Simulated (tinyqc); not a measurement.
MOS inversion layer, Poisson-Schroedinger loop: one step of the calculation.

Electrons confined at an insulator interface at z = 0, treated as a hard wall; parabolic valleys, Hartree approximation, no image or exchange terms. The depletion charge lies far deeper than the electrons and gives a uniform field q Nd/(eps0 eps_r); the gate balances all charge. Energies are counted from the band edge at the interface.

Question. Closed-form estimates. Triangular well: E_k = a_k (C F^2/mz)^(1/3), a_1 = 2.338107, a_2 = 4.087949, C = hbar^2/(2 m0), F in eV/nm. Fang-Howard (all electrons in the lowest level of set A): b^3 = 6 (mz1/C) q (Nd + 11 Ns/32)/(eps0 eps_r), centroid 3/b, level C b^2/(4 mz1) + (3/b) q (Nd + 11 Ns/16)/(eps0 eps_r). Use F = q (Nd + Ns)/(eps0 eps_r), the surface field, and F = q (Nd + Ns/2)/(eps0 eps_r).

Parameters, values chosen for the exercise; masses and permittivity close to those of silicon (111): relative permittivity eps_r = 11.6; mass along z of valley set A (6 valley(s)) mz1 = 0.255 m0; sheet density of electrons Ns = 4.1e12 cm^-2; sheet density of depletion charge Nd = 1.1e11 cm^-2.

Constants: q = 1.602176634e-19 C, hbar = 1.054571817e-34 J s, m0 = 9.1093837015e-31 kg, eps0 = 8.8541878128e-14 F/cm where lengths are in cm, hbar^2/(2 m0) = 0.0380998212 eV nm^2. Results are converted to the units shown.

Wanted: A1 with the surface field; A1 with Nd + Ns/2; A2 with Nd + Ns/2; b; Fang-Howard centroid; Fang-Howard level.

Answer.

A1 with the surface field = 0.2020 eV
A1 with Nd + Ns/2 = 0.1294 eV
A2 with Nd + Ns/2 = 0.2263 eV
b = 0.9837 1/nm
Fang-Howard centroid = 3.050 nm
Fang-Howard level = 0.1755 eV

tinyqc, about 0.7 s, one thread, Intel Xeon 2.30GHz (shared host): `OMP_NUM_THREADS=1 python tinyqc.py 2160142 2160143 out.jsonl`
